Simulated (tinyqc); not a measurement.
Inside a calculation: smearing for a one-band metal on the fcc lattice. Values are carried at full precision from step to step, so a last printed digit may differ when a step is redone from the rounded ones.

Lattice vectors (units of a): a1 = (0, 1/2, 1/2), a2 = (1/2, 0, 1/2), a3 = (1/2, 1/2, 0). E(k) = -t A_1(k) - t2 A_2(k), A_m the sum of cos(k . R) over the 12 nearest and 6 second lattice vectors. Mesh k = sum (j_i/N) b_i, j_i = 0 .. N-1.

Inputs chosen for the exercise: t = 1.09 eV (nearest hopping); t2 = -0.15 eV (second hopping); N = 5 (unshifted mesh); ne = 1.42 (electrons per cell); sigma = 0.109 eV (width).

## Levels on the mesh

Evaluate the band and collect equal energies with their counts.

Distinct levels:
```
E_k (eV)  points
-12.1800       1
-8.2829        8
-6.6973        6
-3.2964       12
-1.9771        8
-0.7310       24
1.3710        24
3.3873         6
3.4200        24
4.6864        12
```

10 distinct levels; the mean spacing is 1.874 eV.

## Fermi level with cold (Marzari-Vanderbilt) smearing

With x = (E_k - mu)/sigma: cold (Marzari-Vanderbilt) with y = x + 1/sqrt(2), f = erfc(y)/2 + exp(-y^2)/sqrt(2 pi), s = y exp(-y^2)/sqrt(2 pi). With weights w = points/N^d (d the dimension), mu solves 2 sum w f = ne; E = 2 sum w f E_k, S = 2 sum w s, F = E - sigma S.

Weights w = points/total. Bisection from the lowest and highest level; ten steps are shown.

Bisection:
```
step  low (eV)  high (eV)  mu (eV)  electrons
1     -12.1800     4.6864  -3.7468     0.2400
2      -3.7468     4.6864   0.4698     0.9440
3       0.4698     4.6864   2.5781     1.3280
4       2.5781     4.6864   3.6322     1.8278
5       2.5781     3.6322   3.1052     1.3280
6       3.1052     3.6322   3.3687     1.4127
7       3.3687     3.6322   3.5005     1.7794
8       3.3687     3.5005   3.4346     1.5875
9       3.3687     3.4346   3.4016     1.4880
10      3.3687     3.4016   3.3852     1.4467
```

## Occupations and energies

Converge mu, then list x, f and s of each level and form the sums.

mu = 3.3726 eV

x, f and s of each level:
```
E_k (eV)        x       f       s
-12.1800  -142.68  1.0000  0.0000
-8.2829   -106.93  1.0000  0.0000
-6.6973    -92.38  1.0000  0.0000
-3.2964    -61.18  1.0000  0.0000
-1.9771    -49.08  1.0000  0.0000
-0.7310    -37.65  1.0000  0.0000
1.3710     -18.36  1.0000  0.0000
3.3873       0.14  0.3129  0.1653
3.4200       0.44  0.1614  0.1236
4.6864      12.05  0.0000  0.0000
```

E = -2.2246 eV
S = 0.0633
F = -2.2315 eV
(E + F)/2 = -2.2280 eV

Levels with f between 0.001 and 0.999: 2. For this scheme F itself has no term in sigma^2, so F is the estimate of the energy at zero width. That argument needs a smooth density of states, and the number of distinct levels within 2 sigma of mu is only 2, so it may fail on this mesh.

## Checks

- The slope dF/d sigma by finite differences against -S: both -0.063336.
- The slope dF/d ne by finite differences against mu (eV): both 3.3726.

Run: tinyqc, `OMP_NUM_THREADS=1 python tinyqc.py 1651853 1651854 out.jsonl`; Intel(R) Xeon(R) Processor @ 2.30GHz, one thread, shared host; about 0.3 s of CPU time with all checks.
